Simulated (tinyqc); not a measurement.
Shift against diffusion length: interdiffusion of a quantum well during annealing: blurred potential and shift of the confined levels. Computed by tinyqc, a small Python program. Command: `OMP_NUM_THREADS=1 python tinyqc.py 3016593 3016594 out.jsonl qwi walk`. One thread of a shared host (Intel(R) Xeon(R) Processor @ 2.30GHz), about 0.07 s of CPU time with the checks.

A square well of width w is blurred by Fick diffusion with a constant coefficient; band offsets are linear in composition, masses are uniform, and strain and excitons are ignored.

Inputs (values chosen for the exercise, modelled on SiGe in silicon (holes and electrons as a model)):

| quantity | value | unit |
|---|---|---|
| well width w | 7.2 | nm |
| electron mass m_e | 0.197 | m_0 |
| hole mass m_h | 0.282 | m_0 |
| conduction offset V_c | 0.031 | eV |
| valence offset V_v | 0.23 | eV |

Constants: hbar^2/(2 m_0) = 3.80998212 eV angstrom^2.

Method:
- Square well, ground state: take the lowest root of k tan(k w/2) = kappa, k^2 = E/c, kappa^2 = (V - E)/c, c = hbar^2/(2m) with hbar^2/(2 m_0) in eV angstrom^2.
- With L = sqrt(D t) and the share at the centre erf(w/(4L)). After the anneal: V(z) = V {1 - (1/2)[erf((w/2 - z)/(2L)) + erf((w/2 + z)/(2L))]}, energies counted from the original well bottom. Finite differences on 3000 points over |z| < w/2 + 6L + 25 nm; shifts are taken against the same grid with cell-averaged square steps.
- First-order estimate for small L: the shift is 2 L^2 V |d(psi^2)/dz| at an edge, with psi the normalised square-well state: psi^2 = cos^2(k z)/(w/2 + 1/kappa) inside, so |d(psi^2)/dz| = k sin(k w)/(w/2 + 1/kappa).

electron level before the anneal = 12.0362 meV

hole level before the anneal = 17.4049 meV

Shifts (meV):

| L/w | L (nm) | share at the centre | electron | hole | sum | first-order sum |
|---|---|---|---|---|---|---|
| 0.02 | 0.144 | 1 | 0.044 | 0.376 | 0.42 | 0.45785 |
| 0.04 | 0.288 | 1 | 0.171 | 1.408 | 1.578 | 1.8314 |
| 0.07 | 0.504 | 1.00000 | 0.494 | 4.079 | 4.573 | 5.6087 |
| 0.1 | 0.72 | 0.99959 | 0.955 | 8.199 | 9.154 | 11.446 |
| 0.15 | 1.08 | 0.98158 | 1.948 | 18.727 | 20.676 | 25.754 |
| 0.2 | 1.44 | 0.92290 | 3.098 | 33.106 | 36.204 | 45.785 |
| 0.3 | 2.16 | 0.76141 | 5.377 | 63.921 | 69.298 | 103.02 |
| 0.45 | 3.24 | 0.56794 | 8.076 | 99.46 | 107.536 | 231.79 |
| 0.7 | 5.04 | 0.38649 | 10.9 | 133.658 | 144.558 | 560.87 |
| 1 | 7.2 | 0.27633 | 12.828 | 155.107 | 167.935 | 1144.6 |

The sum grows as L^1.91 between the first rows (L^2, linear in time, in first order) and as L^0.42 between the last, as it bends towards the limit V_c + V_v less the original levels, 231.6 meV. The first-order form is off by +9 % in the first row and +25 % at L/w = 0.1; it needs L well below the decay length 1/kappa. At L/w = 0.2 the hole level has moved by the larger share of its offset (14.4 % for the hole, 10.0 % for the electron). Caution: the well mass is used in the barriers too; a heavier barrier mass would lower these levels.
